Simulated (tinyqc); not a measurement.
Worked calculation: Ewald sum of point charges, zinc blende lattice. Computed by tinyqc, a small Python program that keeps every step. Command: `OMP_NUM_THREADS=1 python tinyqc.py 28991 28992 out.jsonl` (the two numbers bound the seeds that draw the settings). One thread of a shared host (Intel(R) Xeon(R) Processor @ 2.60GHz), about 0.03 s of CPU time with the checks.

## Ewald sum with eta = 0.272 1/bohr

cell vectors (rows) (bohr):
```
          1         2         3
1  0.000000  5.845000  5.845000
2  5.845000  0.000000  5.845000
3  5.845000  5.845000  0.000000
```

Charges:

| q | f1 | f2 | f3 |
|---|---|---|---|
| 2.000000 | 0.000000 | 0.000000 | 0.000000 |
| -2.000000 | 0.250000 | 0.250000 | 0.250000 |

Real space: 1/2 sum q_i q_j erfc(eta r)/r over all images with r > 0; reciprocal space: (2 pi/V) sum_(G != 0) exp(-G^2/4 eta^2)/G^2 |S(G)|^2 with S(G) = sum q exp(i G.r); self term -eta/sqrt(pi) sum q^2; background -pi Q^2/(2 V eta^2), Q the total charge.

Real-space shells (first ones):

| r (bohr) | pairs | sum (hartree) |
|---|---|---|
| 5.061918 | 8 | -0.162838 |
| 8.266078 | 24 | 0.008562 |
| 9.692836 | 24 | -0.000954 |
| 11.690000 | 12 | 0.000014 |
| 12.738882 | 24 | -3.61e-06 |
| 14.317268 | 48 | 2.44e-07 |
| 15.185755 | 32 | -2.18e-08 |
| 16.532157 | 24 | 5.88e-10 |
| 17.289743 | 48 | -1.62e-10 |
| 18.483513 | 48 | 0 |
| 19.164114 | 24 | 0 |
| 20.247674 | 16 | 0 |

Reciprocal shells (first ones that count):

| G^2 (1/bohr^2) | vectors | sum (hartree) |
|---|---|---|
| 0.866666 | 8 | 0.062125 |
| 1.155555 | 6 | 0.026331 |
| 3.177777 | 24 | 0.000021 |
| 3.466666 | 8 | 4.75e-06 |
| 5.488887 | 24 | 4.85e-09 |
| 5.777776 | 24 | 3.47e-09 |

## The total does not depend on eta

The same sums for other eta.

Totals (hartree per cell):

| eta | real | reciprocal | self | background | total |
|---|---|---|---|---|---|
| 0.272000 | -0.155219 | 0.088481 | -1.227677 | 0.000000 | -1.29441441 |
| 0.396000 | -0.014472 | 0.507410 | -1.787353 | 0.000000 | -1.29441441 |
| 0.533000 | -0.000429 | 1.111719 | -2.405704 | 0.000000 | -1.29441441 |

shortest distance = 5.061918 bohr

Madelung constant -E d / (formula units |q+ q-|) = 1.638055
